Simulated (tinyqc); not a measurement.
Worked calculation: k.p values derived from sp3s* tight binding at Gamma. Values are carried at full precision from step to step, so a last printed digit may differ when a step is redone from the rounded ones.

At Gamma the states are two-level mixtures: s-like S+ (upper) and S- (lower) from [[Esa, Vss], [Vss, Esc]], p-like P- (valence) and P+ from [[Epa, Vxx], [Vxx, Epc]], and the bare s* levels. With real k in 1/angstrom and kz = 0, the phase sums over the four bonds are g0 = 1 - (a k/4)^2/2, g1 = i a kx/4, g3 = -(a/4)^2 kx ky to second order. Each mixture is written (anion, cation) with the anion part positive. c = hbar^2/2m0. No spin-orbit coupling.

Constants: hbar^2/2m0 = 3.80998211 eV angstrom^2.

Inputs chosen for the exercise (near a published set for SiC, fitted to gaps, whose masses and valley positions are rough; shifted at random, so the results belong to these values and not to a real crystal): Esa = -8.49 eV (s level of the anion); Esc = -4.86 eV (s level of the cation); Epa = 2.115 eV (p level of the anion); Epc = 4.331 eV (p level of the cation); Vss = -12.473 eV (s-s); Vxx = 3.034 eV (px-px); a = 4.357 angstrom (lattice constant); Vsapc = 9.471 eV (s anion, p cation); Vscpa = 9.192 eV (s cation, p anion); Vxapc = 8.735 eV (s* anion, p cation); Vpaxc = 4.418 eV (p anion, s* cation); Exa = 9.641 eV (s* level of the anion); Exc = 9.354 eV (s* level of the cation); Vxy = 5.934 eV (px-py).

## States at Gamma

Solve the two blocks.

States:
```
state    E (eV)  anion part  cation part
S-     -19.2794     0.75631      0.65422
P-      -0.0070     0.81946     -0.57313
S+       5.9294     0.65422     -0.75631
P+       6.4530     0.57313      0.81946
```

## Linear terms and the Kane energy

<s state|dH/dkx|x state> = i P with P = (a/4)(sa pc Vsapc + sc pa Vscpa), sa, sc and pa, pc being the parts of the two states; for s* on the anion P = (a/4) pc Vxapc, on the cation (a/4) pa Vpaxc. Ep = P^2/c for S+ to P-.

Couplings:
```
pair       P (eV angstrom)  E(first) - E(second) (eV)
S+ to P-          -10.0735                     5.9364
S+ to P+            1.1906                    -0.5236
S- to P-            0.8960                   -19.2724
s*a to P-          -5.4531                     9.6480
s*c to P-           3.9435                     9.3610
```

Ep = 26.634 eV

The two terms of S+ to P- have the same sign and add: S+ and P- both change sign from anion to cation. An on-site momentum element between s and p, which real atoms have, is absent from this model.

## Electron mass

m0/m = [<S+|d2H/dkx^2|S+>/2 + sum P^2/(E(S+) - E(P))]/c over P- and P+, with the direct term -(a/4)^2 sa sc Vss.

parts of m0/m: direct -1.922, from P- 4.487, from P+ -0.711

mass = 0.5393 m0

The valence band supplies 242 % of m0/m; the direct term, which stands in for the free-electron 1, is -1.92. S+ is not the lowest valley of SiC; this is the mass of the Gamma level.

## Valence parameters L, M, N and the Luttinger values

Direct terms d0 = -(a/4)^2 pa pc Vxx, dN = -2 (a/4)^2 pa pc Vxy for P-. F = sum P^2/(E(P-) - E(s)) over S+, S-, s*a, s*c. The y state of P- couples to the z state of P+ through Q = (a/4) Vxy (pa p'c - pc p'a), primes for P+, and H1 = Q^2/(E(P-) - E(P+)). L = d0 + F, M = d0 + H1, N = dN + F + H1; g1 = -(L + 2M)/(3c), g2 = -(L - M)/(6c), g3 = -N/(6c).

d0, dN, F, Q, H1 (eV angstrom^2; Q in eV angstrom): [1.6907, 6.6133, -21.7955, 6.4636, -6.4672]

L, M, N (eV angstrom^2): [-20.105, -4.777, -21.649]

g1, g2, g3: [2.595, 0.671, 0.947]

Along [100] the masses without spin-orbit coupling are c/|L| = 0.190 (one band) and c/|M| = 0.798 (two bands).

## Checks

- Electron mass against a finite difference of the full bands: both 0.5393.
- L and M against finite differences along [100]: largest relative difference 2.5e-06.
- Lowest curvature along [111], (L + 2M + 2N)/3, against a finite difference: both -24.319.

Run: tinyqc, `OMP_NUM_THREADS=1 python tinyqc.py 1452285 1452286 out.jsonl`; Intel(R) Xeon(R) Processor @ 2.30GHz, one thread, shared host; about 0.01 s of CPU time with all checks.
